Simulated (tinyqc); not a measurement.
Changing the B0 of phase 2: pressure-driven transition between two phases with analytic equations of state. Computed by tinyqc, a small Python program. Command: `OMP_NUM_THREADS=1 python tinyqc.py 3026953 3026954 out.jsonl transition sweep`. One thread of a shared host (Intel(R) Xeon(R) Processor @ 2.30GHz), about 0.01 s of CPU time with the checks.

Each phase obeys E = E0 + (B0 V/B') [(V0/V)^B'/(B' - 1) + 1] - B0 V0/(B' - 1), P = (B0/B') [(V0/V)^B' - 1]; E0 = 0 for phase 1 and Delta E0 for phase 2. H = E + P V.

Inputs (values chosen for the exercise, for two model phases):
```
quantity                                   value             unit
volume V0 of phase 1                        17.7  angstrom^3/atom
B0 of phase 1                               45.6              GPa
B' of phase 1                               5.15                -
volume V0 of phase 2                        15.4  angstrom^3/atom
B' of phase 2                               3.77                -
energy of phase 2 above phase 1, Delta E0   0.01          eV/atom
```

Equation of state: Murnaghan.

Constants: 1 eV/angstrom^3 = 160.2176634 GPa.

Method. Start from P = Delta E0/(V0 of phase 1 - V0 of phase 2); at each P solve P(V) = P for both phases and step P(new) = P - (H_2 - H_1)/(V_2 - V_1); stop when |H_2 - H_1| < 1e-10 eV. At the zero-temperature transition the volume change is V_2/V_1 - 1 and the work is P (V_1 - V_2).

One run for each value:
```
B0 of phase 2 (GPa)  transition pressure (GPa)  volume change (%)  V_2 at the transition (angstrom^3)
27.4                                   0.68009            -13.805                              15.039
34.4                                   0.69065            -13.408                              15.105
43.3                                   0.69975            -13.074                              15.160
54.5                                   0.70742            -12.798                              15.206
68.6                                   0.71381            -12.572                              15.244
86.4                                   0.71911            -12.386                              15.274
109.0                                  0.72348            -12.235                              15.299
137.0                                  0.72699            -12.114                              15.319
```

Over the rows, transition pressure (GPa) rises from 0.680 to 0.727 (exponent d ln y / d ln x 0.068 between the first rows and 0.021 between the last); volume change (%) rises from -13.8 to -12.1 (exponent d ln y / d ln x -0.13 between the first rows and -0.043 between the last); V_2 at the transition (angstrom^3) rises from 15.04 to 15.32 (exponent d ln y / d ln x 0.019 between the first rows and 0.0057 between the last). A softer dense phase shrinks more under load and so takes over earlier.
